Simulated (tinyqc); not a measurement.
# Capacitance measurement on a leaky thin oxide: effects of series resistance and leakage: two studies

The device is a capacitance C in parallel with a leakage conductance G, in series with Rs and Ls. An impedance meter reports either a parallel pair (Cp, Gp) from Y = 1/Z = Gp + i w Cp or a series pair (Cs, Rm) from Z = Rm + 1/(i w Cs); w = 2 pi f, dissipation D = Gp/(w |Cp|).

Parameters, values chosen for the exercise; values of the order met in thin-oxide MOS capacitors: relative permittivity of the gate insulator (close to aluminium oxide) eox = 8.74; insulator thickness tox = 5.4 nm; gate area A = 400 um^2; oxide-equivalent thickness added by the accumulation layer zc = 0.38 nm; oxide-equivalent thickness added by gate depletion zp = 0.33 nm; gate leakage current density, not matched to the thickness Jg = 0.13 A/cm^2; voltage for an e-fold rise of the leakage Vs = 0.43 V; series resistance Rs = 52 ohm; series inductance Ls = 0 nH; measuring frequency f = 1e6 Hz.

Constants: eps0 = 8.8541878128e-14 F/cm where lengths are in cm. Results are converted to the units shown.

Each table varies one quantity; the others keep the values above.

## Readings against frequency

EOT = 3.9 tox/eox; CET = EOT + zc + zp; C = 3.9 eps0 A/CET; G = Jg A/Vs. Z = Rs + i w Ls + 1/(G + i w C); CET read from Cp = 3.9 eps0 A/Cp; errors under 0.001 % are printed as 0.

The same in every row: C (pF) = 4.4276.

Readings against frequency:
```
f (Hz)  Cp (pF)  Cs (pF)         D  error of Cp (%)  error of Cs (%)  CET read from Cp (nm)
1000     4.4271   8370.8    43.472          -0.0126           1.89e5                 3.1200
3000     4.4271   934.02    14.491          -0.0126           2.10e4                 3.1200
10000    4.4271   88.091    4.3472          -0.0126             1890                 3.1200
30000    4.4271   13.724    1.4491          -0.0126              210                 3.1200
1e5      4.4271   5.2643   0.43486          -0.0126             18.9                 3.1200
3e5      4.4271   4.5206   0.14534          -0.0126             2.10                 3.1200
1e6      4.4271   4.4360  0.044919          -0.0128            0.189                 3.1200
3e6      4.4270   4.4286  0.018831          -0.0145           0.0210                 3.1201
1e7      4.4262   4.4277  0.018813          -0.0335          1.89e-3                 3.1207
3e7      4.4188   4.4277  0.044848           -0.201                0                 3.1259
```

D goes from 43.5 through a minimum of 0.0188 (at f = 1e7 Hz among the rows listed) to 0.0448; without inductance its minimum lies at f = sqrt(G (1 + G Rs)/Rs)/(2 pi C) = 5.48e6 Hz. The error of Cp goes from -0.0126 to -0.201 % and that of Cs from 1.89e5 to 0 %; at low frequency Cp tends to C/(1 + G Rs)^2 and Cs grows as 1 + (G/(w C))^2. One of the two readings is within 2 % of C for f = 1000, 3000, 10000, 30000, 1e5, 3e5, 1e6, 3e6, 1e7, 3e7 Hz. For f = 1000, 3000, 10000, 30000 D exceeds 1, where the accuracy of real meters degrades in proportion to sqrt(1 + D^2).

## Effect of the series resistance

Same model as above.

The same in every row: C (pF) = 4.428; Cs (pF) = 4.436.

Results:
```
Rs (ohm)  Cp (pF)        D  error of Cp (%)  error of Cs (%)  CET read from Cp (nm)
1           4.428  0.04350                0            0.189                  3.120
10          4.428  0.04375         -2.43e-3            0.189                  3.120
30          4.427  0.04431         -7.33e-3            0.189                  3.120
100         4.427  0.04626          -0.0250            0.189                  3.120
300         4.424  0.05183          -0.0795            0.189                  3.122
1000        4.414  0.07134           -0.318            0.189                  3.130
3000        4.366   0.1271            -1.40            0.189                  3.164
```

Estimate the missing row, Rs = 3 ohm.

Computed row:
```
Rs (ohm)  Cp (pF)        D  error of Cp (%)  error of Cs (%)  CET read from Cp (nm)
3           4.428  0.04355                0            0.189                  3.120
```

With this row back in the table: As Rs goes from 1 to 3000, the error of Cp goes from 0 to -1.40 %, that of Cs from 0.189 to 0.189 %, and D rises from 0.0435 to 0.127. The CET read from Cp goes from 3.12 to 3.16 nm against the true 3.12 nm. Rs does not enter the imaginary part of Z, so Cs does not depend on it.

Computed by the program tinyqc: `OMP_NUM_THREADS=1 python tinyqc.py 2022094 2022095 out.jsonl`, one thread of a shared Intel Xeon 2.30GHz, about 0.01 s for the whole run.
